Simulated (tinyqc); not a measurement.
Special k points of the fcc lattice: one step. Which stars the mesh integrates. Five cases, with inputs chosen for the exercise.

Question. Lattice vectors in units of a: a1 = (0, 1/2, 1/2), a2 = (1/2, 0, 1/2), a3 = (1/2, 1/2, 0); f are fractions of the reciprocal vectors. Evaluate the first six A_m at each irreducible point (k . R = 2 pi sum f_i n_i) and form the weighted means.

A_m(k) = sum over the m-th star of lattice vectors R of cos(k . R), stars in order of length: m = 1: |R|^2 = 0.5, 12 vectors, such as (1, 0, 0) in the basis a_i; m = 2: |R|^2 = 1, 6 vectors, such as (1, 1, -1) in the basis a_i; m = 3: |R|^2 = 1.5, 24 vectors, such as (2, 0, -1) in the basis a_i; m = 4: |R|^2 = 2, 12 vectors, such as (2, 0, 0) in the basis a_i; m = 5: |R|^2 = 2.5, 24 vectors, such as (2, 1, -1) in the basis a_i; m = 6: |R|^2 = 3, 8 vectors, such as (3, -1, -1) in the basis a_i. The zone mean of every A_m is zero.

Case 1.

Irreducible points:
```
f1              f2        f3  weight
0.250000  0.250000  0.250000       2
0.250000  0.250000  0.750000       6
```

Case 2.

Irreducible points:
```
f1              f2        f3  weight
0.250000  0.250000  0.250000       2
0.250000  0.250000  0.750000       6
```

Case 3.

Irreducible points:
```
f1              f2        f3  weight
0.000000  0.000000  0.000000       1
0.000000  0.000000  0.500000       4
0.000000  0.500000  0.500000       3
```

Case 4.

Irreducible points:
```
f1              f2        f3  weight
0.125000  0.125000  0.125000       2
0.125000  0.125000  0.375000       6
0.125000  0.125000  0.625000       6
0.125000  0.125000  0.875000       6
0.125000  0.375000  0.375000       6
0.125000  0.375000  0.625000      12
0.125000  0.375000  0.875000      12
0.125000  0.625000  0.625000       6
0.375000  0.375000  0.375000       2
0.375000  0.375000  0.625000       6
```

Case 5.

Irreducible points:
```
f1              f2        f3  weight
0.125000  0.125000  0.125000       2
0.125000  0.125000  0.375000       6
0.125000  0.125000  0.625000       6
0.125000  0.125000  0.875000       6
0.125000  0.375000  0.375000       6
0.125000  0.375000  0.625000      12
0.125000  0.375000  0.875000      12
0.125000  0.625000  0.625000       6
0.375000  0.375000  0.375000       2
0.375000  0.375000  0.625000       6
```

Give: A_m at the points; weighted means.

Answer.

Case 1.

A_m at the points, rows 1, 2; columns m=1, m=2, m=3, m=4, m=5, m=6:
```
[[6.000, 0.000, 0.000, 0.000, -12.000, 0.000],
 [-2.000, 0.000, 0.000, 0.000, 4.000, 0.000]]
```

weighted means: m=1 0.000, m=2 0.000, m=3 0.000, m=4 0.000, m=5 0.000, m=6 0.000

All six means vanish: the mesh is exact for functions whose Fourier series ends within these stars.

Case 2.

A_m at the points, rows 1, 2; columns m=1, m=2, m=3, m=4, m=5, m=6:
```
[[6.000, 0.000, 0.000, 0.000, -12.000, 0.000],
 [-2.000, 0.000, 0.000, 0.000, 4.000, 0.000]]
```

weighted means: m=1 0.000, m=2 0.000, m=3 0.000, m=4 0.000, m=5 0.000, m=6 0.000

All six means vanish: the mesh is exact for functions whose Fourier series ends within these stars.

Case 3.

A_m at the points, rows 1, 2, 3; columns m=1, m=2, m=3, m=4, m=5, m=6:
```
[[12.000, 6.000, 24.000, 12.000, 24.000, 8.000],
 [0.000, -6.000, 0.000, 12.000, 0.000, -8.000],
 [-4.000, 6.000, -8.000, 12.000, -8.000, 8.000]]
```

weighted means: m=1 0.000, m=2 0.000, m=3 0.000, m=4 12.000, m=5 0.000, m=6 0.000

The first star with a non-zero mean is m = 4 (|R|^2 = 2, mean +12.000): it holds vectors of the N-fold supercell, which the mesh cannot tell from R = 0.

Case 4.

A_m at the points, rows 1, 2, 3, 4, 5, 6, 7, 8, 9, 10; columns m=1, m=2, m=3, m=4, m=5, m=6:
```
[[10.243, 4.243, 14.485, 6.000, 8.485, 2.828],
 [3.414, -1.414, -3.172, -2.000, -8.485, 2.828],
 [-0.586, -4.243, 0.828, 6.000, 2.828, -2.828],
 [6.243, 1.414, -0.828, -2.000, -2.828, -2.828],
 [0.586, 1.414, -8.828, -2.000, 8.485, -2.828],
 [-3.414, 1.414, 4.828, -2.000, -2.828, -2.828],
 [-0.586, -1.414, -0.828, -2.000, 2.828, 2.828],
 [-3.414, 4.243, -4.828, 6.000, -2.828, 2.828],
 [1.757, -4.243, -2.485, 6.000, -8.485, -2.828],
 [-2.243, -1.414, 4.828, -2.000, 2.828, 2.828]]
```

weighted means: m=1 0.000, m=2 0.000, m=3 0.000, m=4 0.000, m=5 0.000, m=6 0.000

All six means vanish: the mesh is exact for functions whose Fourier series ends within these stars.

Case 5.

A_m at the points, rows 1, 2, 3, 4, 5, 6, 7, 8, 9, 10; columns m=1, m=2, m=3, m=4, m=5, m=6:
```
[[10.243, 4.243, 14.485, 6.000, 8.485, 2.828],
 [3.414, -1.414, -3.172, -2.000, -8.485, 2.828],
 [-0.586, -4.243, 0.828, 6.000, 2.828, -2.828],
 [6.243, 1.414, -0.828, -2.000, -2.828, -2.828],
 [0.586, 1.414, -8.828, -2.000, 8.485, -2.828],
 [-3.414, 1.414, 4.828, -2.000, -2.828, -2.828],
 [-0.586, -1.414, -0.828, -2.000, 2.828, 2.828],
 [-3.414, 4.243, -4.828, 6.000, -2.828, 2.828],
 [1.757, -4.243, -2.485, 6.000, -8.485, -2.828],
 [-2.243, -1.414, 4.828, -2.000, 2.828, 2.828]]
```

weighted means: m=1 0.000, m=2 0.000, m=3 0.000, m=4 0.000, m=5 0.000, m=6 0.000

All six means vanish: the mesh is exact for functions whose Fourier series ends within these stars.

Computed by tinyqc, one run a case: `OMP_NUM_THREADS=1 python tinyqc.py N N+1 out.jsonl` with N = 1681320, 1681430, 1681569, 1681688, 1681740; one thread of a shared Intel(R) Xeon(R) Processor @ 2.30GHz, about 0.2 s a run at most.
